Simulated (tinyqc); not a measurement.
Thermodynamics of metal silicides: hull, first phase, silicon consumed, nucleation and stability against SiO2: one step, computed by the program tinyqc. Command: `OMP_NUM_THREADS=1 python tinyqc.py 3028782 3028783 out.jsonl silphase walk`. One thread of a shared host (Intel(R) Xeon(R) Processor @ 2.30GHz), about 0.01 s of CPU time with the checks.

Entropies of formation of the solids are neglected, so heats stand for free energies. Si fractions: M2Si 0.3333, MSi 0.5000, MSi2 0.6667.

Problem. First phase. Effective heat of formation: at the interface the mixture has the Si fraction x_e; the limiting element scales the heat, H_eff = H x_e/x if x_e < x, H (1 - x_e)/(1 - x) otherwise. The rule names the most negative as the first phase; its restriction to congruently melting phases is left out here.

Inputs (values chosen for the exercise, of the order of those of cobalt silicides for heats and volumes only):
```
quantity                                value          unit
heat of formation of M2Si               -38.7  kJ/mol atoms
heat of formation of MSi                -46.2  kJ/mol atoms
heat of formation of MSi2               -33.7  kJ/mol atoms
Si fraction x_e at the lowest liquidus    0.5             -
```

Phases: M2Si, MSi, MSi2.

Give: H_eff; most negative H_eff.

Solution.

H_eff (kJ/mol atoms): M2Si -29.025, MSi -46.200, MSi2 -25.275

most negative H_eff = -46.2 kJ/mol atoms

The rule picks MSi, ahead of M2Si by 17.2 kJ/mol. The rule is empirical and ignores nucleation barriers.
